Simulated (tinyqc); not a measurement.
Delta-doped layer in the Thomas-Fermi potential: one step. The Thomas-Fermi well. Three cases, with inputs chosen for the exercise.

Task: Give K, b, e F0, z0 and the depth b/z0^4.

All donors ionised in the plane z = 0, zero temperature, energies from the Fermi level EF of the Thomas-Fermi model, which lies at the bulk band edge; c = hbar^2/2m0, q = e^2/(4 pi eps0). gv = 4 equivalent valleys, m_d = sqrt(m3^3/mz) in the plane. With n = (gv/3 pi^2)(m3 (-V)/c)^(3/2) and V'' = -(4 pi q/eps) n for z > 0, the solution is V = -b/(|z| + z0)^4 with sqrt(b) = 20/K, K = (4 pi q/eps)(gv/3 pi^2)(m3/c)^(3/2), and z0^5 = 4b/(e F0), e F0 = 2 pi q N/eps; 1e13/cm^2 = 1e-3/angstrom^2. Exchange and correlation are left out.

Constants: hbar^2/2m0 = 3.80998211 eV angstrom^2; e^2/(4 pi eps0) = 14.39964547 eV angstrom.

Give: K; b; e F0; z0; depth.

Case 1.

Values chosen (near those of a delta-doped layer in Ge; not measured data): m3 = 0.227 m0 (density-of-states mass of a valley); mz = 0.122 m0 (mass along z); eps = 15.6 (dielectric constant); N = 7.8 x 1e13/cm^2 (donor sheet density).

Result:

K = 0.022789 eV^(-1/2) angstrom^-2
b = 7.7019e+05 eV angstrom^4
e F0 = 0.045238 eV/angstrom
z0 = 36.87 angstrom
depth = 0.4169 eV

Half of the electrons lie within |z| < (2^(1/5) - 1) z0 = 5.5 angstrom. The mean donor spacing in the plane is 11.3 angstrom, against a Bohr radius 0.529177 eps/m3 = 36.4 angstrom: the orbits overlap many donors, so a smeared sheet is a fair model in the plane. Across the plane the Thomas-Fermi density is more peaked than that of the quantised subbands, the more so the fewer are filled.

Case 2.

Values chosen (near those of a delta-doped layer in Ge; not measured data): m3 = 0.227 m0 (density-of-states mass of a valley); mz = 0.122 m0 (mass along z); eps = 15.6 (dielectric constant); N = 2.2 x 1e13/cm^2 (donor sheet density).

Result:

K = 0.022789 eV^(-1/2) angstrom^-2
b = 7.7019e+05 eV angstrom^4
e F0 = 0.012759 eV/angstrom
z0 = 47.49 angstrom
depth = 0.1515 eV

Half of the electrons lie within |z| < (2^(1/5) - 1) z0 = 7.1 angstrom. The mean donor spacing in the plane is 21.3 angstrom, against a Bohr radius 0.529177 eps/m3 = 36.4 angstrom: the orbits overlap many donors, so a smeared sheet is a fair model in the plane. Across the plane the Thomas-Fermi density is more peaked than that of the quantised subbands, the more so the fewer are filled.

Case 3.

Values chosen (near those of a delta-doped layer in Ge; not measured data): m3 = 0.212 m0 (density-of-states mass of a valley); mz = 0.12 m0 (mass along z); eps = 16.4 (dielectric constant); N = 3.4 x 1e13/cm^2 (donor sheet density).

Result:

K = 0.019565 eV^(-1/2) angstrom^-2
b = 1.0450e+06 eV angstrom^4
e F0 = 0.018757 eV/angstrom
z0 = 46.73 angstrom
depth = 0.2191 eV

Half of the electrons lie within |z| < (2^(1/5) - 1) z0 = 6.9 angstrom. The mean donor spacing in the plane is 17.1 angstrom, against a Bohr radius 0.529177 eps/m3 = 40.9 angstrom: the orbits overlap many donors, so a smeared sheet is a fair model in the plane. Across the plane the Thomas-Fermi density is more peaked than that of the quantised subbands, the more so the fewer are filled.

Computed by tinyqc, one run a case: `OMP_NUM_THREADS=1 python tinyqc.py N N+1 out.jsonl` with N = 1251710, 1251784, 1252585; one thread of a shared Intel(R) Xeon(R) Processor @ 2.30GHz, about 0.09 s a run at most.
